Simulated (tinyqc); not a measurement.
From results back to parameters: phonon-assisted absorption at an indirect gap. Three cases, with inputs chosen for the exercise.

Problem. One phonon: alpha = A [N (E - Eg + w)^2 + (N + 1)(E - Eg - w)^2], each term only above its threshold, N = 1/(exp(w/kB Tm) - 1). The first two energies lie below the emission threshold and the third above it.

Constants: kB = 8.617333262e-05 eV/K.

Case 1.

Values chosen (out of a larger set: loosely those of Si at room temperature; Eg is not tied to T; not measured data): Es = (1.089, 1.159, 1.223) eV (three photon energies); Tm = 250 K.

alpha at the three energies (1/cm): 0.1017502  1.610730  9.137329

Case 2.

Values chosen (out of a larger set: loosely those of Si at room temperature; Eg is not tied to T; not measured data): Es = (1.1, 1.17, 1.233) eV (three photon energies); Tm = 400 K.

alpha at the three energies (1/cm): 0.4589685  7.504005  28.58247

Case 3.

Values chosen (out of a larger set: loosely those of Si at room temperature; Eg is not tied to T; not measured data): Es = (1.067, 1.137, 1.201) eV (three photon energies); Tm = 300 K.

alpha at the three energies (1/cm): 0.1996506  3.140497  14.54823

Find: slope sqrt(A N); threshold Eg - w; w; Eg; A.

Solution. sqrt(alpha) at the first two energies is a line with slope sqrt(A N) and intercept Eg - w. The excess at the third energy is A N exp(w/kB Tm) (E - (Eg - w) - 2w)^2, which has one root w with the emission threshold between the second and third energies.

Case 1.

slope sqrt(A N) = 13.57 1/(cm^(1/2) eV)
threshold Eg - w = 1.0655 eV
w = 58.5 meV
Eg = 1.124 eV
A = 2.6e+03 1/(cm eV^2)

Case 2.

slope sqrt(A N) = 29.46 1/(cm^(1/2) eV)
threshold Eg - w = 1.0770 eV
w = 58.0 meV
Eg = 1.135 eV
A = 3.8e+03 1/(cm eV^2)

Case 3.

slope sqrt(A N) = 18.93 1/(cm^(1/2) eV)
threshold Eg - w = 1.0434 eV
w = 58.6 meV
Eg = 1.102 eV
A = 3.1e+03 1/(cm eV^2)

Computed by tinyqc, one run a case: `OMP_NUM_THREADS=1 python tinyqc.py N N+1 out.jsonl` with N = 1650927, 1650936, 1651153; one thread of a shared Intel(R) Xeon(R) Processor @ 2.30GHz, about 0.01 s a run at most.
